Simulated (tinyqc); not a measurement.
Threshold of a short bulk MOSFET: charge sharing, barrier lowering, narrow width: one step of the calculation.

n-channel device on a p-type body, depletion approximation, full ionisation. Uniform doping N = Na. Vbi from Boltzmann statistics is rough for the degenerate source. Cox = eps0 eox/tox.

Task. Short-channel and narrow-width shifts. Charge sharing (trapezoid; it ignores Vds): F = (xj/L)(sqrt(1 + 2 Wd/xj) - 1), lowering = body term times F. Barrier lowering: th = exp(-L/(2 l)) + 2 exp(-L/l), lowering = th [2 (Vbi - 2 pB) + Vds], DIBL = th. Narrow width: rise = body term times xw Wd/W. VT by each model = VT0 - lowering + rise.

Inputs (values chosen for the exercise); band and dielectric values close to those of silicon:
- xj = 63 nm (junction depth)
- Vds = 0.05 V (drain-source voltage)
- W = 690 nm (gate width)
- xw = 0.7854 (shape factor of the fringing depletion at the width edges)
- L = 150 nm (channel length)

2 pB = 0.77812834 V
Wd = 67.918713 nm
body term = 0.090126506 V
VT0 = -0.13174516 V
Vbi = 0.98905646 V
l = 16.344630 nm

Give: F; lowering by charge sharing; th; lowering of the barrier; DIBL; narrow-width rise; VT, charge sharing; VT, barrier lowering.

Result.

F = 0.3262
lowering by charge sharing = 29.40 mV
th = 0.01037
lowering of the barrier = 4.895 mV
DIBL = 10.37 mV/V
narrow-width rise = 6.968 mV
VT, charge sharing = -0.1542 V
VT, barrier lowering = -0.1297 V

L is 9.18 scale lengths. The charge-sharing lowering is 6.01 times the barrier lowering; the first falls off as 1/L and the second exponentially. Both describe the same loss of gate control, so they are alternatives and are not added.

tinyqc, about 0.01 s, one thread, Intel Xeon 2.30GHz (shared host): `OMP_NUM_THREADS=1 python tinyqc.py 2002072 2002073 out.jsonl`
